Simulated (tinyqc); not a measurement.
Non-radiative capture by multiphonon emission, one effective mode. Which input was changed? Computed by tinyqc, a small Python program. Command: `OMP_NUM_THREADS=1 python tinyqc.py 3031970 3031971 out.jsonl capture which`. One thread of a shared host (Intel(R) Xeon(R) Processor @ 2.30GHz), about 0.2 s of CPU time with the checks.

The initial state (free carrier plus empty centre) lies dE above the final state; both have the same frequency and are displaced by dQ.

Inputs (values chosen for the exercise, for a model semiconductor):

| quantity | value | unit |
|---|---|---|
| energy released dE | 0.517 | eV |
| phonon energy hbar omega | 34 | meV |
| Huang-Rhys factor S | 4.28 | - |
| electron-phonon coupling W | 0.0057 | eV/(u^(1/2) angstrom) |
| cell volume V | 1880 | angstrom^3 |
| degeneracy g | 1 | - |
| broadening b | 25 | meV |
| carrier mass m | 0.517 | m_0 |
| temperature T | 200 | K |
| defect density N_t | 7e+15 | cm^-3 |

Centre: neutral.

Constants: hbar^2/u = 4.18015928e-03 eV angstrom^2; k_B = 8.617333262e-05 eV/K; hbar = 6.582119569e-16 eV s; k_B = 1.380649e-23 J/K; m_0 = 9.1093837015e-31 kg.

Method:
- dQ = sqrt(2 S (hbar^2/u)/hbar omega); relaxation energy lambda = S hbar omega; phonons needed P = dE/hbar omega; classical barrier E_b = (dE - lambda)^2/(4 lambda); occupation n = 1/(exp(hbar omega/k_B T) - 1).
- Huang-Rhys weight for a net emission of p phonons: L_p = exp(-S (2n + 1)) ((n + 1)/n)^(p/2) I_p(2 S sqrt(n (n + 1))), I_p the modified Bessel function.
- M_p = sum_m w_m <m_i|Q|(m + p)_f>^2 with Q counted from the final minimum and Boltzmann weights w_m for m = 0..24; <m_i|Q|k_f> = sqrt((hbar^2/u)/(2 hbar omega)) [sqrt(k) <m|k-1> + sqrt(k+1) <m|k+1>], with overlaps of oscillators displaced by d = sqrt(2 S) summed on 1500 points from -16 to 16 + d.
- The delta function is a Gaussian of standard deviation b at dE - p hbar omega.
- C_0 = V (2 pi/hbar) g W^2 sum_p M_p Gaussian_p. The sum runs over the seven p from round(P) - 3 to round(P) + 3; 1 angstrom^3 = 1e-24 cm^3.
- For a neutral centre the Sommerfeld factor is 1.
- C = s C_0; v = sqrt(3 k_B T/m); sigma = C/v; tau = 1/(C N_t).

Question. One of these inputs alone was changed, within the range given: energy released dE (0.2585 to 1.034); temperature T (100 to 400); carrier mass m (0.2585 to 1.034); defect density N_t (3.5e+15 to 1.4e+16). Which one, and to what value?

Results:

| run | cross-section sigma (cm^2) | capture time (s) | Sommerfeld factor s |
|---|---|---|---|
| before | 6.733429e-19 | 1.599699e-05 | 1 |
| after | 7.750617e-19 | 1.599699e-05 | 1 |

Answer.

Each candidate set to reproduce cross-section sigma, and what it then gives:

| candidate | range searched | value needed | capture time (s) | Sommerfeld factor s |
|---|---|---|---|---|
| energy released dE (eV) | 0.2585 to 1.034 | 0.5123 | 1.3898e-05 | 1 |
| temperature T (K) | 100 to 400 | 217.7 | 1.3320e-05 | 1 |
| carrier mass m (m_0) | 0.2585 to 1.034 | 0.6850 | 1.5997e-05 | 1 |
| defect density N_t (cm^-3) | 3.5e+15 to 1.4e+16 | no effect | - | - |

Only carrier mass m fits every result: it went from 0.517 to 0.685 m_0. The next best candidate, energy released dE, misses one result by 13 %.
